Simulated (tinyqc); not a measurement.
# Undoped symmetric double-gate MOSFET, analytic potential model: several studies

An undoped body of thickness ts between two equal insulators and tied gates; long channel, electrons only, n = ni exp((psi - V)/Vt) with V the quasi-Fermi potential (0 at the source, Vd at the drain), constant mobility, no quantisation. Across the body psi(x) = V - 2 Vt ln[(ts/(2 beta)) sqrt(q ni/(2 eps0 eps_r Vt)) cos(2 beta x/ts)], x from the centre. Q is the electron charge per area of the whole body.

Values chosen for this exercise; material values those of a made-up semiconductor: temperature T = 250 K; band gap Eg = 0.497 eV; relative permittivity of the semiconductor eps_r = 12.1; conduction-band density of states at T Nc = 9.43e18 cm^-3; valence-band density of states at T Nv = 5.52e18 cm^-3; relative permittivity of the gate insulator eox = 7.49; insulator thickness tox = 4.5 nm; body thickness ts = 15 nm; gate work function less that of the intrinsic body dphi = 0 V; channel mobility mu = 740 cm^2/(V s); gate length L = 2 um; drain voltage Vd = 0.05 V.

Constants: q = 1.602176634e-19 C, kB = 1.380649e-23 J/K, Vt = kB T/q, eps0 = 8.8541878128e-14 F/cm where lengths are in cm. Results are converted to the units shown.

Each table varies one quantity; the others keep the values above.

## Effect of the gate work function less that of the intrinsic body

ni = sqrt(Nc Nv) exp(-Eg/(2 Vt)), Eg in volts; r = eps_r tox/(eox ts); V0 = dphi + 2 Vt ln[(2/ts) sqrt(2 eps0 eps_r Vt/(q ni))]. beta (between 0 and pi/2) solves (Vg - V0 - V)/(2 Vt) = ln(beta) - ln(cos beta) + 2 r beta tan(beta). Q = 8 eps0 eps_r Vt beta tan(beta)/ts; I = mu (1/L)(4 eps0 eps_r/ts)(2 Vt)^2 [g(beta_s) - g(beta_d)] per width, g = beta tan(beta) - beta^2/2 + r beta^2 tan^2(beta), with beta_s at V = 0 and beta_d at V = Vd.  I(low) is taken at Vg = -0.06 V, Qs and I(high) at Vg = 0.69 V.

Effect of the gate work function less that of the intrinsic body:
```
dphi (V)	V0 (V)	I(low) (nA/um)	Qs(high) (nC/cm^2)	I(high) (uA/um)
-0.15	0.041514	7.8515	1586.0	28.080
-0.1	0.091514	0.77972	1449.9	25.571
-0.05	0.14151	0.076643	1314.7	23.081
0	0.19151	0.0075261	1180.8	20.615
0.05	0.24151	7.3895e-4	1048.2	18.178
0.1	0.29151	7.2554e-5	917.29	15.775
0.15	0.34151	7.1237e-6	788.49	13.415
```

What does the table show?

As dphi goes from -0.15 to 0.15 V, I(low) falls from 7.85 to 7.12e-6 nA/um and I(high) falls from 28.1 to 13.4 uA/um. V0 rises from 0.0415 to 0.342 V. In every row the surface density at the source at the higher gate voltage passes 0.3 Nc, where Boltzmann statistics fail.

## Effect of the insulator thickness

Same model as above.

The same in every row: V0 (V) = 0.1915.

Result of one run:
```
tox (nm)	I(low) (nA/um)	Qs(high) (nC/cm^2)	I(high) (uA/um)
14	0.007526	419.7	7.363
```

What becomes of these results when the insulator thickness tox is changed from 14 to 9.4 nm, all else the same?

Result of the changed run:
```
tox (nm)	I(low) (nA/um)	Qs(high) (nC/cm^2)	I(high) (uA/um)
9.4	0.007526	604.5	10.59
```

The whole series:
```
tox (nm)	I(low) (nA/um)	Qs(high) (nC/cm^2)	I(high) (uA/um)
1.5	0.007526	3170	55.00
2.2	0.007526	2250	39.13
3.1	0.007526	1653	28.80
4.5	0.007526	1181	20.62
6.5	0.007526	846.0	14.80
9.4	0.007526	604.5	10.59
14	0.007526	419.7	7.363
```

As tox goes from 1.5 to 14 nm, I(low) stays near 0.00753 nA/um and I(high) falls from 55.0 to 7.36 uA/um. On average I(low) is independent of tox and I(high) goes as tox^(-0.90). Below threshold no voltage drops over the insulator in this long-channel model, so its thickness does not matter there. In every row the surface density at the source at the higher gate voltage passes 0.3 Nc, where Boltzmann statistics fail.

## Transfer curve and volume inversion

Q = 8 eps0 eps_r Vt beta tan(beta)/ts; I = mu (1/L)(4 eps0 eps_r/ts)(2 Vt)^2 [g(beta_s) - g(beta_d)] per width, g = beta tan(beta) - beta^2/2 + r beta^2 tan^2(beta), with beta_s at V = 0 and beta_d at V = Vd. The drop is psi(surface) - psi(centre) at the source end; C = dQs/dVg, Cg = 2 eps0 eox/tox; gm = dI/dVg.

Transfer curve and volume inversion:
```
Vg (V)	Qs (nC/cm^2)	drop (mV)	C/Cg	I (uA/um)	gm/I (1/V)
-0.11	1.028e-4	1.799e-5	1.619e-6	7.390e-7	46.42
0	0.01696	0.002967	2.669e-4	1.219e-4	46.41
0.12	4.084	0.7108	0.05922	0.03049	44.31
0.23	98.47	15.18	0.5266	1.186	19.85
0.34	308.9	37.93	0.7364	4.739	8.096
0.45	563.7	56.08	0.8255	9.318	4.739
0.57	865.5	71.05	0.8757	14.83	3.190
0.68	1154	81.80	0.9027	20.13	2.432
0.79	1450	90.62	0.9205	25.57	1.955
```

What does the table show?

The current rises from 7.39e-7 to 25.6 uA/um. In the first row gm/I is 46.4 1/V, within 0.01 % of 1/Vt: with no depletion charge the whole body follows the gate, and the swing is ideal. The drop between surface and centre goes from 1.8e-5 to 90.6 mV and passes Vt at Vg = 0.34 V among the rows; below that the density varies across the body by less than a factor of e (volume inversion). C reaches 0.92 of Cg in the last row. For Vg = 0.34 to 0.79 V the surface density at the source passes 0.3 Nc, where Boltzmann statistics fail.

Program tinyqc, `OMP_NUM_THREADS=1 python tinyqc.py 2440101 2440102 out.jsonl`; Intel Xeon 2.30GHz, shared host, one thread, about 0.02 s.
